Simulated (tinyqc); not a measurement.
Double-gate transistor below threshold, two-dimensional Poisson equation on a small mesh: one step of the calculation.

Half of a symmetric double-gate structure: row 0 is the mid-plane of the body, where the normal field vanishes. Mobile charge is neglected (subthreshold), the body is fully depleted, and potentials are counted from the intrinsic level; rows run upward to the gate, columns from source to drain.

Problem. Barrier, swing and barrier lowering. The barrier is read along row 0, the path farthest from the gate. Take the node j of lowest psi: barrier Vbi - psi_j; swing Vt ln 10/(d psi_j/dVg); DIBL = (d psi_j/dVd)/(d psi_j/dVg). The derivatives solve the same equations with s = 0 and a unit change of that voltage.

Values chosen for this exercise: temperature T = 300 K; potential of the source Vbi = 0.59 V.

Constants: q = 1.602176634e-19 C, kB = 1.380649e-23 J/K, Vt = kB T/q. Results are converted to the units shown.

converged psi (V):

|  | j=0 | j=1 | j=2 | j=3 | j=4 | j=5 | j=6 |
|---|---|---|---|---|---|---|---|
| row 0 | 0.5900000 | 0.1564065 | 0.0046866 | -0.0126533 | 0.0836132 | 0.4104720 | 1.2900000 |
| row 1 | 0.5900000 | 0.1531046 | 0.0032232 | -0.0138577 | 0.0809505 | 0.4037945 | 1.2900000 |
| row 2 | 0.5900000 | 0.1430708 | -0.0011275 | -0.0174281 | 0.0730263 | 0.3834955 | 1.2900000 |
| row 3 | 0.5900000 | 0.1259131 | -0.0082432 | -0.0232364 | 0.0600404 | 0.3487604 | 1.2900000 |
| row 4 | 0.2450000 | 0.0364370 | -0.0416793 | -0.0506717 | 0.0011498 | 0.1703582 | 0.5950000 |
| row 5 | -0.1000000 | -0.1000000 | -0.1000000 | -0.1000000 | -0.1000000 | -0.1000000 | -0.1000000 |

d psi/dVg on row 0: j=0 0.00000000, j=1 0.62752279, j=2 0.85663001, j=3 0.91103242, j=4 0.85663001, j=5 0.62752279, j=6 0.00000000
d psi/dVd on row 0: j=0 0.0000000, j=1 0.0047633, j=2 0.0153088, j=3 0.0444838, j=4 0.1280612, j=5 0.3677139, j=6 1.0000000

Give: j; barrier; swing; DIBL.

Solution.

j = 3
barrier = 0.6027 V
swing = 65.34 mV/decade
DIBL = 48.83 mV/V

tinyqc, about 0.09 s, one thread, Intel Xeon 2.30GHz (shared host): `OMP_NUM_THREADS=1 python tinyqc.py 2480086 2480087 out.jsonl`
